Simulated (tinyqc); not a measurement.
Silicon n-p-n transistor, Gummel numbers and transit times: two steps of the calculation.

One-dimensional n-p-n transistor in the forward active mode at low injection. In the base p(x) = NB exp(-eta x/wb) and ni(x)^2 = ni^2 exp((g0 + g1 x/wb)/Vt); electrons leave the base at vsat; band spikes at the emitter junction and recombination inside the emitter are ignored.

Values chosen for this exercise; band and dielectric values close to those of silicon:
- T = 300 K (temperature)
- Eg = 1.12 eV (band gap)
- eps_r = 11.6 (relative permittivity)
- Nc = 2.81e19 cm^-3 (conduction-band density of states at T)
- Nv = 2.66e19 cm^-3 (valence-band density of states at T)
- vsat = 1e7 cm/s (saturation velocity)
- wb = 260 nm (neutral base width)
- NB = 1e17 cm^-3 (base doping at the emitter edge)
- eta = 0 (doping falls as exp(-eta x/wb))
- g0 = 0 eV (gap reduction at the emitter edge of the base)
- g1 = 0 eV (further gap reduction across the base (linear))
- Dn = 5.3 cm^2/s (electron diffusion coefficient in the base)
- NE = 2.5e20 cm^-3 (emitter doping)
- gE = 0.121 eV (gap reduction in the emitter (negative: wider gap))
- we = 53 nm (neutral emitter width)
- Dp = 1.8 cm^2/s (hole diffusion coefficient in the emitter)
- Se = 7e5 cm/s (recombination velocity at the emitter contact)
- tb = 4e-8 s (electron lifetime in the base)
- NC = 2.6e16 cm^-3 (collector doping)
- VCB = 1.9 V (collector-base reverse bias)

Constants: q = 1.602176634e-19 C, kB = 1.380649e-23 J/K, Vt = kB T/q, eps0 = 8.8541878128e-14 F/cm where lengths are in cm. Results are converted to the units shown.

Question 1. Base Gummel number and transit time. f(x) = p(x) ni^2/ni(x)^2; I(x) = integral from x to wb of f/Dn, plus f(wb)/vsat; base Gummel number GB = I(0); electron density per unit flux n/(J/q) = I/f; base transit time tauB = integral of I/f over the base. Trapezoid rule on 10 equal steps.

Find: x; f; I; I/f; GB; tauB.

Answer 1.

```
point  x (nm)  f (cm^-3)  I (s/cm^4)  I/f (s/cm)
0        0.00  1.0000e17   5.0057e11   5.0057e-6
1       26.00  1.0000e17   4.5151e11   4.5151e-6
2       52.00  1.0000e17   4.0245e11   4.0245e-6
3       78.00  1.0000e17   3.5340e11   3.5340e-6
4      104.00  1.0000e17   3.0434e11   3.0434e-6
5      130.00  1.0000e17   2.5528e11   2.5528e-6
6      156.00  1.0000e17   2.0623e11   2.0623e-6
7      182.00  1.0000e17   1.5717e11   1.5717e-6
8      208.00  1.0000e17   1.0811e11   1.0811e-6
9      234.00  1.0000e17   5.9057e10   5.9057e-7
10     260.00  1.0000e17   1.0000e10   1.0000e-7
```

GB = 5.0057e11 s/cm^4
tauB = 66.374 ps

Question 2. Gain, Early voltage and collector delay. ni = sqrt(Nc Nv) exp(-Eg/(2 Vt)), Eg in volts; GE = NE exp(-gE/Vt)(we/Dp + 1/Se); JC = J0 exp(VBE/Vt), J0 = q ni^2/GB; gain limited by back injection GE/GB, by base recombination tb/tauB, together 1/beta = the sum of the inverses; collector layer one-sided, Wc = sqrt(2 eps0 eps_r (Vbc + VCB)/(q NC)), Vbc = Vt ln(p(wb) NC/ni^2), Cjc = eps0 eps_r/Wc; Early voltage VA = GB q p(wb)/(f(wb) Cjc [1/Dn - (eta + g1/Vt)/(wb vsat)]), f(wb) = p(wb) exp(-(g0 + g1)/Vt), p(wb) = NB exp(-eta); tauC = Wc/(2 vsat).

GB = 5.0056604e11 s/cm^4
tauB = 66.373585 ps

Find: ni; GE; J0; GE/GB; tb/tauB; beta; Wc; Cjc; VA; tauC.

Answer 2.

ni = 1.0696e10 cm^-3
GE = 1.0139e13 s/cm^4
J0 = 3.6616e-11 A/cm^2
GE/GB = 20.256
tb/tauB = 602.65
beta = 19.597
Wc = 364.55 nm
Cjc = 0.28174 fF/um^2
VA = 15.087 V
tauC = 1.8228 ps

The gain is limited more by back injection into the emitter. beta VA = 296 V.

Range of the model: The collector doping exceeds a tenth of the base doping at that edge, so the collector layer reaches noticeably into the base. Heavy doping makes emitter or base degenerate; gE and g0 are to be read as apparent gap changes that include this.

Program tinyqc, `OMP_NUM_THREADS=1 python tinyqc.py 2320026 2320027 out.jsonl`; Intel Xeon 2.30GHz, shared host, one thread, about 0.01 s.
